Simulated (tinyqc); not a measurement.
Worked calculation: tight binding, kagome lattice. Computed by tinyqc, a small Python program that keeps every step. Settings: t1 = 1.96, t2 = 1.96, delta = 0, bands filled = 1. Command: `OMP_NUM_THREADS=1 python tinyqc.py 25462 25463 out.jsonl` (the two numbers bound the seeds that draw the settings). One thread of a shared host (Intel(R) Xeon(R) Processor @ 2.60GHz), about 0.01 s of CPU time with the checks.

## Bloch Hamiltonian at k

Parameters chosen for this model:
```
parameter     value                unit
t1         1.960000    eV, up triangles
t2         1.960000  eV, down triangles
delta             0        eV on site C
```

k point k (fractions of the reciprocal vectors): [-0.08000, -0.12000]

H_AB = -t1 - t2 exp(-i k.a1), H_AC = -t1 - t2 exp(-i k.a2), H_BC = -t1 - t2 exp(i k.(a1 - a2)), H_CC = delta.

H(k) at k (eV), order A, B, C:
$$\begin{pmatrix}
0.00000 & -3.67756-0.94424i & -3.38878-1.34171i \\
-3.67756+0.94424i & 0.00000 & -3.85842-0.48743i \\
-3.38878+1.34171i & -3.85842+0.48743i & 0.00000
\end{pmatrix}$$

## Levels at k

Diagonalise the Hermitian matrix.

eigenvalues (eV): [-7.55466, 3.63466, 3.92000]

weights |c|^2 of the basis functions, order A, B, C:
$$\begin{pmatrix}
0.32671 & 0.59956 & 0.07372 \\
0.34105 & 0.02294 & 0.63601 \\
0.33224 & 0.37750 & 0.29026
\end{pmatrix}$$

## Bloch Hamiltonian at K

k point K (fractions of the reciprocal vectors): [0.33333, 0.66667]

As before.

H(k) at K (eV), order A, B, C:
$$\begin{pmatrix}
0.00000 & -0.98000+1.69741i & -0.98000-1.69741i \\
-0.98000-1.69741i & 0.00000 & -0.98000+1.69741i \\
-0.98000+1.69741i & -0.98000-1.69741i & 0.00000
\end{pmatrix}$$

## Levels at K

As before.

eigenvalues (eV): [-1.96000, -1.96000, 3.92000]

## Bands along a path

The same steps at evenly spaced points between the labelled ones.

Bands along the path (eV):
```
k            band 1    band 2   band 3
G          -7.84000   3.92000  3.92000
G-K 0.20   -7.50110   3.58110  3.92000
G-K 0.40   -6.54299   2.62299  3.92000
G-K 0.60   -5.13135   1.21135  3.92000
G-K 0.80   -3.51025  -0.40975  3.92000
K          -1.96000  -1.96000  3.92000
K-M 0.20   -2.62299  -1.29701  3.92000
K-M 0.40   -3.17135  -0.74865  3.92000
K-M 0.60   -3.58110  -0.33890  3.92000
K-M 0.80   -3.83434  -0.08566  3.92000
M          -3.92000         0  3.92000
M-K' 0.20  -3.83434  -0.08566  3.92000
M-K' 0.40  -3.58110  -0.33890  3.92000
M-K' 0.60  -3.17135  -0.74865  3.92000
M-K' 0.80  -2.62299  -1.29701  3.92000
K'         -1.96000  -1.96000  3.92000
```

With 1 band(s) filled, the highest filled level on these points lies at K and the lowest empty one at K: the bands touch or overlap, so there is no gap.
